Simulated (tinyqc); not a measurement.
Two-step dopant diffusion (predeposition and drive-in) with a constant diffusivity: one step, computed by the program tinyqc. Command: `OMP_NUM_THREADS=1 python tinyqc.py 3006370 3006371 out.jsonl dopdiff walk`. One thread of a shared host (Intel(R) Xeon(R) Processor @ 2.30GHz), about 0.07 s of CPU time with the checks.

Fick diffusion into a half space x > 0 whose background doping C_B is of the opposite type, so that a junction lies where C = C_B.

Question. Exact junction depth. Exact two-step profile: C = (2 C_s/pi) int_0^alpha exp(-beta (1 + u^2))/(1 + u^2) du with alpha = sqrt(D1 t1/(Dt)2), beta = x^2/(4 (D1 t1 + (Dt)2)). The integral takes 48 Gauss-Legendre points; solve C(x) = C_B.

Inputs (values chosen for the exercise, modelled on arsenic in silicon):
```
quantity                        value    unit
surface concentration C_s       2e+19  1/cm^3
background doping C_B         1.2e+15  1/cm^3
predeposition temperature T1      950       C
drive-in temperature T2          1000       C
stand-by temperature              700       C
```

product D1 t1 = 1.054980e-12 cm^2

drive-in budget (Dt)2 = 4.992345e-11 cm^2

Give: exact junction depth.

Answer.

exact junction depth = 0.38540 um
